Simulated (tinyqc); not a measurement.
Inside a calculation. Method: extended Hueckel theory, for H3+. The parameters take no account of the charge, which enters only through the electron count. One step of it, computed by the program tinyqc.

Task: Orbitals. Solve H C = S C e through S^(-1/2); fill by pairs from the bottom, a degenerate level sharing its electrons equally; each orbital has its largest coefficient positive (the first on a tie).

H (eV):
```
            1H 1s       2H 1s       3H 1s
1H 1s  -13.600000  -13.778089  -12.927450
2H 1s  -13.778089  -13.600000   -4.244055
3H 1s  -12.927450   -4.244055  -13.600000
```

overlap S:
```
          1H 1s     2H 1s     3H 1s
1H 1s  1.000000  0.506547  0.475274
2H 1s  0.506547  1.000000  0.156031
3H 1s  0.475274  0.156031  1.000000
```

valence electrons = 2

Give: orbital energies; occupations; coefficients; sum of one-electron energies.

Result:

orbital energies (eV): -19.546  -11.092  8.702

occupations: 2.000  0.000  0.000

coefficients:
```
         MO1     MO2     MO3
1H 1s  0.500  -0.017   1.211
2H 1s  0.404  -0.742  -0.806
3H 1s  0.387   0.796  -0.724
```

sum of one-electron energies = -39.092 eV
